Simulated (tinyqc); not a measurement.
Choice of the surrounding dielectric: dielectric confinement in a thin film (image charges).

A film |z| < t/2 of dielectric constant eps between half-spaces of dielectric constant e2; lam = (eps - e2)/(eps + e2), q = e^2/(4 pi eps0). The self-energy of a band edge is taken with the high-frequency value, e2 = eh, and the field of a fixed ion with the static one, e2 = eo. A charge at z has images lam^|n| at n t + (-1)^n z. Its self-energy is S(z) = (q/2 eps) sum over n >= 1 of lam^n [1/(n t - 2z) + 1/(n t + 2z)] for odd n and 2 lam^n/(n t) for even n; at the centre S(0) = -(q/(eps t)) ln(1 - lam).

Donor at the centre, lam from the static eo, trial function cos(pi z/t) exp(-rho/l): E(l) = c/(m l^2) - (q/eps) times the integral over k of F(k t) (1 + (k l/2)^2)^(-3/2), with F(x) = F0 + 2 lam exp(-x) G/(1 - lam exp(-x)), F0 = 2[(1 - exp(-x/2))/x + x (1 + exp(-x/2))/(x^2 + 4 pi^2)], G = 2 sinh(x/2)[1/x - x/(x^2 + 4 pi^2)]; c = hbar^2/2m0. The binding energy is -E at the minimum, counted from the subband edge with its self-energy.

Constants: e^2/(4 pi eps0) = 14.39964547 eV angstrom; hbar^2/2m0 = 3.80998211 eV angstrom^2; Ry = 13.60569312 eV.

Inputs chosen for the exercise (out of a larger set: near those of a Si (100) film, two-fold valleys, between layers of SiO2; not measured data):
```
symbol  value  unit      meaning
t       84     angstrom  film thickness
eps     11.8             dielectric constant of the film
m       0.183  m0        mass in the plane
```

The same film between different dielectrics; in this table one value e2 serves for both eo and eh.

Cases:
```
case
e2 = 1
e2 = 2.5
e2 = 3.9
e2 = 7.5
e2 = 16
e2 = 25
e2 = 80
```

Rank the cases by binding (meV), lowest first.

Answer: e2 = 80, e2 = 25, e2 = 16, e2 = 7.5, e2 = 3.9, e2 = 2.5, e2 = 1.

Results:
```
case,lam,<S> (meV),binding (meV),l (angstrom)
e2 = 1,0.844,29.7,81.1,33.3
e2 = 2.5,0.650,17.4,58.2,34.0
e2 = 3.9,0.503,11.8,48.3,34.4
e2 = 7.5,0.223,4.4,35.9,35.3
e2 = 16,-0.151,-2.5,25.3,36.5
e2 = 25,-0.359,-5.6,20.9,37.2
e2 = 80,-0.743,-10.5,14.4,38.6
```

The binding spans a factor 5.6, from 81 meV in vacuum to 14.4 meV for e2 = 80; going from 3.9 to 25 changes it by -27.4 meV and the band edge by -17.4 meV, so the binding responds 1.58 times as much as the edge (for an orbit much smaller than t the binding would change by twice the change of S(0), -29.2 meV; here l/t = 0.41 for e2 = 3.9).

tinyqc: `OMP_NUM_THREADS=1 python tinyqc.py 1281293 1281294 out.jsonl`; about 0.06 s, one thread, shared Intel(R) Xeon(R) Processor @ 2.30GHz.
